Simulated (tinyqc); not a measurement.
From classical barrier back to displacement dQ: configuration-coordinate model of a defect: Huang-Rhys factor and luminescence line shape. Computed by tinyqc, a small Python program. Command: `OMP_NUM_THREADS=1 python tinyqc.py 3014711 3014712 out.jsonl ccline inv`. One thread of a shared host (Intel(R) Xeon(R) Processor @ 2.30GHz), about 0.08 s of CPU time with the checks.

Ground state E_g(Q) = (1/2) omega_g^2 Q^2; excited state E_e(Q) = E_0 + (1/2) omega_e^2 (Q - dQ)^2 with omega_e = omega_g and E_0 = E_ZPL. Q is mass-weighted; the dipole does not depend on Q (Condon approximation).

Inputs (values chosen for the exercise, for a model defect):
```
quantity                          value        unit
zero-phonon energy E_ZPL          0.933          eV
ground-state phonon hbar omega_g   14.8         meV
temperature T                       300           K
refractive index n_r               2.62           -
transition dipole mu                1.5  e angstrom
quenching prefactor nu_0          2e+11         1/s
```

Modes: equal frequencies in both states.

Constants: hbar^2/u = 4.18015928e-03 eV angstrom^2; hbar = 6.582119569e-16 eV s; e = 1.602176634e-19 C; eps_0 = 8.8541878128e-12 F/m; hbar = 1.054571817e-34 J s; c = 299792458 m/s; k_B = 8.617333262e-05 eV/K.

Method. S = hbar omega dQ^2/(2 hbar^2/u) for each state; relaxation energy S hbar omega; absorption at E_0 + S_e hbar omega_e, emission at E_0 - S_g hbar omega_g; the Stokes shift is their difference. The curves cross at the root Q_c nearest dQ; the barrier is (1/2) omega_e^2 (Q_c - dQ)^2, with (1/2) omega^2 = (hbar omega)^2/(2 hbar^2/u). k_r = n_r omega^3 mu^2/(3 pi eps_0 hbar c^3) at the vertical emission energy, without local-field correction; k_nr = nu_0 exp(-barrier/k_B T) (Mott-Seitz); yield = k_r/(k_r + k_nr); T_1/2 = barrier/(k_B ln(nu_0/k_r)).

Problem. A run gave the result below. Find the displacement dQ, known to lie between 2 and 2.9 u^(1/2) angstrom.

classical barrier = 1.085049 eV

Solution.

Each step takes the trial c = (a f_b - b f_a)/(f_b - f_a), f being the result less the target and a, b, c the logarithms of the listed values; c replaces end b, the old b replaces a if the sign of f changed, and otherwise f_a is halved.

Scan of the range:
```
displacement dQ (u^(1/2) angstrom)  classical barrier (eV)
2.00                                               1.63625
2.13                                               1.39403
2.26                                               1.19320
2.41                                               1.00165
2.56                                               0.84385
2.73                                               0.69681
2.90                                               0.57624
```

False position (Illinois rule, in the logarithm of the input) inside the bracket:
```
step    end a    end b    trial  classical barrier (eV)
1     2.26000  2.41000  2.34350                 1.08189
2     2.26000  2.34350  2.33881                 1.08782
3     2.34350  2.33881  2.34100                 1.08505
4     2.33881  2.34100  2.34100                 1.08505
5     2.33881  2.34100  2.34100                 1.08505
6     2.34100  2.34100  2.34100                 1.08505
```

Classical barrier falls at every point of a 13-point scan of the range (every second point is shown), so one value fits; it is bracketed by 2.26 and 2.41. Answer: displacement dQ = 2.341 u^(1/2) angstrom.

Caution: the curves cross far outside the range of the harmonic model, so the barrier and T_1/2 have no quantitative meaning.
